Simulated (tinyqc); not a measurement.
Alloy A(1-x)B(x) by interpolation with bowing: one step. Shares of the electrons in the valleys. Three cases, with inputs chosen for the exercise.

Question. Non-degenerate: n_i proportional to md_i^(3/2) exp(-E_i/kT).

Constants: kB = 8.617333262e-05 eV/K.

Case 1.

Values chosen (out of a larger set: A near InAs, B near GaAs; not measured data): md = (0.0278, 1, 0.66) m0 (density-of-states masses of Gamma, all X and all L valleys); T = 200 K (temperature).

gaps (eV): Gamma 0.453340, X 1.394110, L 1.155637

Case 2.

Values chosen (out of a larger set: A near InSb, B near InAs; not measured data): md = (0.0104, 0.98, 0.61) m0 (density-of-states masses of Gamma, all X and all L valleys); T = 400 K (temperature).

gaps (eV): Gamma 0.180639, X 0.692157, L 0.873706

Case 3.

Values chosen (out of a larger set: A near GaAs, B near GaSb; not measured data): md = (0.0352, 0.8, 0.58) m0 (density-of-states masses of Gamma, all X and all L valleys); T = 400 K (temperature).

gaps (eV): Gamma 0.769416, X 1.216302, L 0.915381

Give: md^(3/2); (E - E_min)/kT; shares.

Answer.

Case 1.

md^(3/2): Gamma 0.0046, X 1.0000, L 0.5362

(E - E_min)/kT: Gamma 0.00, X 54.59, L 40.75

shares: Gamma 1.000, X 0.000, L 0.000

Gamma holds most electrons (100.0 %).

Case 2.

md^(3/2): Gamma 0.0011, X 0.9702, L 0.4764

(E - E_min)/kT: Gamma 0.00, X 14.84, L 20.11

shares: Gamma 1.000, X 0.000, L 0.000

Gamma holds most electrons (100.0 %).

Case 3.

md^(3/2): Gamma 0.0066, X 0.7155, L 0.4417

(E - E_min)/kT: Gamma 0.00, X 12.96, L 4.23

shares: Gamma 0.508, X 0.000, L 0.492

Gamma holds most electrons (50.8 %).

Computed by tinyqc, one run a case: `OMP_NUM_THREADS=1 python tinyqc.py N N+1 out.jsonl` with N = 1050696, 1050715, 1050810; one thread of a shared Intel(R) Xeon(R) Processor @ 2.30GHz, about 0.01 s a run at most.
